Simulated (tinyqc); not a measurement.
Transfer-length model of a contact: two steps of the calculation.

A metal contact of length d and width W on a thin layer of the same width. The metal has no resistance, the sheet resistance under it equals Rsh, and current enters the layer at the front edge x = 0.

Values chosen for this exercise: specific contact resistivity rc = 3.9e-7 ohm cm^2; contact length d = 0.42 um; contact width W = 1.8 um.

Question 1. Straight-line fit. Pairs of such contacts at gaps L have R_T = Rsh L/W + 2 Rc. The values of R_T were made from Rsh and rc and are treated as data. Least squares: slope = sum (L - mean L)(R_T - mean R_T)/sum (L - mean L)^2, intercept = mean R_T - slope mean L. Rsh = slope W, Rc = intercept/2, and A = Rc/slope is half the distance from the origin to the zero of the line.

```
gap  L (um)  R_T (ohm)
1      0.16     616.66
2      0.45     1067.8
3       1.2     2234.4
4       3.4     5656.7
```

Find: slope; intercept; Rsh; Rc; A.

Answer 1.

slope = 1555.6 ohm/um
intercept = 367.77 ohm
Rsh = 2800.0 ohm/sq
Rc = 183.88 ohm
A = 0.11821 um

Question 2. Contact resistivity. rc = Rsh Lt^2. Short cuts: Rsh A^2 (long contact, Lt = A) and Rc W d (short contact, even current).

Rsh = 2800.0176 ohm/sq
Rc = 183.88306 ohm
A = 0.11820979 um
converged Lt = 0.11801827 um

Give: rc; Rsh A^2; Rc W d.

Answer 2.

rc = 3.9000e-7 ohm cm^2
Rsh A^2 = 3.9126e-7 ohm cm^2
Rc W d = 1.3902e-6 ohm cm^2

The extracted rc is within 0.01 % of the value 3.9e-7 ohm cm^2 that made the data.

tinyqc, about 0.01 s, one thread, Intel Xeon 2.30GHz (shared host): `OMP_NUM_THREADS=1 python tinyqc.py 2760156 2760157 out.jsonl`
